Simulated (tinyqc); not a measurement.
Inside a calculation. Method: plane-wave Kohn-Sham cycle with exchange-only LDA in a layered model solid. One step of it, computed by the program tinyqc.

Question. Iteration 2: Hamiltonian at one k. H(m,m') = (k + G_m)^2/2 delta + V(G_m - G_m'), with V(-G) = V(G).

A solid whose potential varies along x alone (atomic units):

| parameter | value |
|---|---|
| period a | 15.400000 |
| cross-section of the cell | 31.000000 |
| electrons per cell | 2 |
| grid points | 16 |
| plane waves -n..n, n | 2 |
| k points | 3 |
| V1 in V1 cos(2 pi x/a) | -0.200000 |
| V2 in V2 cos(4 pi x/a) | 0.190000 |

V(G_m), m = 0, 1, 2, ... (hartree): -0.157981  -0.064882  0.094152  0.000214  -0.000193

k = 0.000000 2 pi / a

Give: H.

Answer.

H (hartree), lower triangle:
```
         -2       -1       +0       +1      +2
-2   0.1749
-1  -0.0649  -0.0747
+0   0.0942  -0.0649  -0.1580
+1   0.0002   0.0942  -0.0649  -0.0747
+2  -0.0002   0.0002   0.0942  -0.0649  0.1749
```
